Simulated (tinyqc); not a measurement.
Worked calculation: UHF in the 6-31g basis, for H2, spin multiplicity 1. One step of it, computed by the program tinyqc.

Problem. Iteration 1: building the Fock matrix. J_ij = sum D_kl (ij|kl) with D = D(alpha) + D(beta), K_ij = sum D_kl (ik|jl) for each spin; F = H + J - K(s); E = tr D H + tr D J / 2 - 0.5 sum_s tr D(s) K(s) + E_nn.

D(alpha) at the start, order 1H 1s, 1H 2s, 2H 1s, 2H 2s:
$$\begin{pmatrix}
0.248258 & 0.208151 & 0.169378 & -0.026976 \\
0.208151 & 0.174523 & 0.142014 & -0.022618 \\
0.169378 & 0.142014 & 0.115561 & -0.018405 \\
-0.026976 & -0.022618 & -0.018405 & 0.002931
\end{pmatrix}$$

D(beta) at the start, order 1H 1s, 1H 2s, 2H 1s, 2H 2s:
$$\begin{pmatrix}
0.115561 & -0.018405 & 0.169378 & 0.142014 \\
-0.018405 & 0.002931 & -0.026976 & -0.022618 \\
0.169378 & -0.026976 & 0.248258 & 0.208151 \\
0.142014 & -0.022618 & 0.208151 & 0.174523
\end{pmatrix}$$

core Hamiltonian H = T + V (hartree), order 1H 1s, 1H 2s, 2H 1s, 2H 2s:
$$\begin{pmatrix}
-0.907655 & -0.894121 & -0.710890 & -0.728824 \\
-0.894121 & -0.910256 & -0.728824 & -0.824676 \\
-0.710890 & -0.728824 & -0.907655 & -0.894121 \\
-0.728824 & -0.824676 & -0.894121 & -0.910256
\end{pmatrix}$$

Two-electron integrals (ij|kl) in chemists' order, unique and non-zero (hartree):
```
(11|11) 1.076566   (21|11) 0.578470   (21|21) 0.329423   (22|11) 0.587396
(22|21) 0.361304   (22|22) 0.453150   (31|11) 0.348049   (31|21) 0.199183
(31|22) 0.219091   (31|31) 0.151410   (32|11) 0.317957   (32|21) 0.194002
(32|22) 0.236657   (32|31) 0.154920   (32|32) 0.177992   (33|11) 0.621756
(33|21) 0.387435   (33|22) 0.484182   (33|31) 0.348049   (33|32) 0.419005
(33|33) 1.076566   (41|11) 0.419005   (41|21) 0.239581   (41|22) 0.264456
(41|31) 0.154920   (41|32) 0.154271   (41|33) 0.317957   (41|41) 0.177992
(42|11) 0.462730   (42|21) 0.286442   (42|22) 0.364439   (42|31) 0.190874
(42|32) 0.216558   (42|33) 0.462730   (42|41) 0.216558   (42|42) 0.311711
(43|11) 0.387435   (43|21) 0.240895   (43|22) 0.304624   (43|31) 0.199183
(43|32) 0.239581   (43|33) 0.578470   (43|41) 0.194002   (43|42) 0.286442
(43|43) 0.329423   (44|11) 0.484182   (44|21) 0.304624   (44|22) 0.402453
(44|31) 0.219091   (44|32) 0.264456   (44|33) 0.587396   (44|41) 0.236657
(44|42) 0.364439   (44|43) 0.361304   (44|44) 0.453150
```

nuclear repulsion = 0.65654741 hartree

Give: Coulomb J; exchange K(alpha); exchange K(beta); F(alpha); F(beta); total energy of this density.

Solution.

Coulomb J (hartree), order 1H 1s, 1H 2s, 2H 1s, 2H 2s:
$$\begin{pmatrix}
1.5381 & 0.8948 & 0.6388 & 0.6834 \\
0.8948 & 1.0252 & 0.6834 & 0.8842 \\
0.6388 & 0.6834 & 1.5381 & 0.8948 \\
0.6834 & 0.8842 & 0.8948 & 1.0252
\end{pmatrix}$$

exchange K(alpha) (hartree), order 1H 1s, 1H 2s, 2H 1s, 2H 2s:
$$\begin{pmatrix}
0.7189 & 0.5245 & 0.4436 & 0.4398 \\
0.5245 & 0.4258 & 0.3755 & 0.3671 \\
0.4436 & 0.3755 & 0.4526 & 0.3629 \\
0.4398 & 0.3671 & 0.3629 & 0.3327
\end{pmatrix}$$

exchange K(beta) (hartree), order 1H 1s, 1H 2s, 2H 1s, 2H 2s:
$$\begin{pmatrix}
0.4526 & 0.3629 & 0.4436 & 0.3755 \\
0.3629 & 0.3327 & 0.4398 & 0.3671 \\
0.4436 & 0.4398 & 0.7189 & 0.5245 \\
0.3755 & 0.3671 & 0.5245 & 0.4258
\end{pmatrix}$$

F(alpha) (hartree), order 1H 1s, 1H 2s, 2H 1s, 2H 2s:
$$\begin{pmatrix}
-0.0885 & -0.5239 & -0.5157 & -0.4853 \\
-0.5239 & -0.3109 & -0.4210 & -0.3076 \\
-0.5157 & -0.4210 & 0.1779 & -0.3622 \\
-0.4853 & -0.3076 & -0.3622 & -0.2178
\end{pmatrix}$$

F(beta) (hartree), order 1H 1s, 1H 2s, 2H 1s, 2H 2s:
$$\begin{pmatrix}
0.1779 & -0.3622 & -0.5157 & -0.4210 \\
-0.3622 & -0.2178 & -0.4853 & -0.3076 \\
-0.5157 & -0.4853 & -0.0885 & -0.5239 \\
-0.4210 & -0.3076 & -0.5239 & -0.3109
\end{pmatrix}$$

total energy of this density = -1.060933 hartree
